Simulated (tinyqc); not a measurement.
Ionisation ratio from the excess noise.

Inverse problem. In the local model of an avalanche photodiode F = k M + (1 - k)(2 - 1/M), k the ratio of the ionisation coefficient of the other carrier to that of the injected one. Find k and F at twice the gain.

M = 40
excess noise factor F = 30.874000

Answer. F is linear in k: k = (F - 2 + 1/M)/(M - 2 + 1/M).

k = 0.7600
F at 2 M = 61.28

Program tinyqc, `OMP_NUM_THREADS=1 python tinyqc.py 2120061 2120062 out.jsonl`; Intel Xeon 2.30GHz, shared host, one thread, about 0.03 s.
